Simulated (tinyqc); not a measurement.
What each parameter does: finite square well with mass mismatch (envelope functions).

A square well of width L and depth V0, mass mw inside and mb outside, energies from the bottom of the well, c = hbar^2/2m0. k = sqrt(mw E/c), kappa = sqrt(mb (V0 - E)/c). psi and psi'/m are continuous at the walls (BenDaniel-Duke), so level n solves k L + 2 atan[(k/mw)/(kappa/mb)] = n pi.

Constants: hbar^2/2m0 = 3.80998211 eV angstrom^2.

Inputs chosen for the exercise (near those of a GaAs well in AlGaAs; shifted at random, so the results belong to these values and not to a real crystal):
- L = 108 angstrom (well width)
- V0 = 0.178 eV (barrier height)
- mw = 0.0666 m0 (mass in the well)
- mb = 0.0853 m0 (mass in the barrier)

Parabolic bands. Pb is the probability of level 1 in the barriers, (A^2/kappa)/(A^2/kappa + L/2 + sin(kL)/(2k)) with A = cos(kL/2).

Results for these values:
```
case  E1 (eV)  bound levels      Pb  V0 - E1 (eV)
base   0.0254             2  0.0401        0.1526
```

What happens to each result for V0 = 0.205 eV, all else kept?

Answer: E1 rises from 0.0254 to 0.0264; bound levels rises from 2 to 3; Pb falls from 0.0401 to 0.0342; V0 - E1 rises from 0.1526 to 0.1786.

The same for each parameter in turn:
```
case             E1 (eV)  bound levels      Pb  V0 - E1 (eV)
base              0.0254             2  0.0401        0.1526
L = 97 angstrom   0.0296             2  0.0506        0.1484
V0 = 0.205 eV     0.0264             3  0.0342        0.1786
mw = 0.0599 m0    0.0267             2  0.0448        0.1513
mb = 0.1066 m0    0.0240             2  0.0398        0.1540
```

(tinyqc, `OMP_NUM_THREADS=1 python tinyqc.py 1280609 1280610 out.jsonl`, Intel(R) Xeon(R) Processor @ 2.30GHz, 1 thread, shared host, about 0.01 s.)
